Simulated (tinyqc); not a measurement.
Electron continuity equation in a given potential, Scharfetter-Gummel discretisation: current and errors against the applied potential.

Steady state in one dimension: J = q mu n E + q D dn/dx with E = -dpsi/dx and D = mu Vt, dJ/dx = 0, fixed densities nL and nR at the ends. The potential is given, psi = U x/L - Ub exp(-((x/L - xb)/sb)^2), and is not changed by the electrons.

9 equal intervals. Fluxes J_i = (q D/h)(n_(i+1) P_i - n_i Q_i), d_i = (psi_(i+1) - psi_i)/Vt: Scharfetter-Gummel P = B(d), Q = B(-d), B(d) = d/(exp(d) - 1); central P = 1 - d/2, Q = 1 + d/2; upwind P = 1 + max(-d, 0), Q = 1 + max(d, 0). Balance at each inner node: J_i - J_(i-1) = 0. The reference is Scharfetter-Gummel on 4000 intervals or more. Errors are those of J on the first interval against the reference at its midpoint; errors under 1e-6 % are printed as 0.

Inputs (values chosen for the exercise); mobility close to that of silicon at room temperature: temperature T = 293 K; electron mobility mu = 1360 cm^2/(V s); length of the region L = 6.7 um; density at x = 0 nL = 1.9e14 cm^-3; density at x = L nR = 0 cm^-3; depth of the dip in psi (a barrier for electrons) Ub = 0.26 V; position of the barrier over L xb = 0.65; width of the barrier over L sb = 0.1.

Constants: q = 1.602176634e-19 C, kB = 1.380649e-23 J/K, Vt = kB T/q. Results are converted to the units shown.

Current and errors against the applied potential:

| U (V) | largest \|d\| | reference J (A/cm^2) | SG error (%) | central error (%) | upwind error (%) | most negative central n (cm^-3), 0 if none |
|---|---|---|---|---|---|---|
| 0.011 | 8.052 | -0.001211 | 132 | 3.12e5 | 7.61e4 | -1.71e13 |
| 0.045 | 8.201 | -0.002904 | 135 | 1.66e5 | 5.38e4 | -2.64e13 |
| 0.11 | 8.487 | -0.01538 | 142 | 4.83e4 | 2.28e4 | -5.29e13 |
| 0.23 | 9.015 | -0.3246 | 147 | 4220 | 2830 | -1.41e14 |
| 0.34 | 9.500 | -4.345 | 98.8 | 382 | 283 | -2.74e14 |
| 0.5 | 10.20 | -28.14 | 6.11 | 9.79 | -1.03 | -1.17e16 |
| 0.68 | 11.00 | -41.96 | 0.0939 | 3.55 | -4.07 | -4.46e15 |
| 1 | 12.40 | -61.79 | 3.88e-5 | -21.6 | -0.774 | -6.30e14 |

What does the table show?

The reference current falls from -0.00121 to -61.8 A/cm^2. The largest errors in size are 150 % (Scharfetter-Gummel), 3.1e5 % (central) and 76000 % (upwind). Central differences give negative densities for U = 0.011, 0.045, 0.11, 0.23, 0.34, 0.5, 0.68, 1 V; these rows have |d| above 2, which makes negative values possible though not certain.

tinyqc, about 0.01 s, one thread, Intel Xeon 2.30GHz (shared host): `OMP_NUM_THREADS=1 python tinyqc.py 2220048 2220049 out.jsonl`
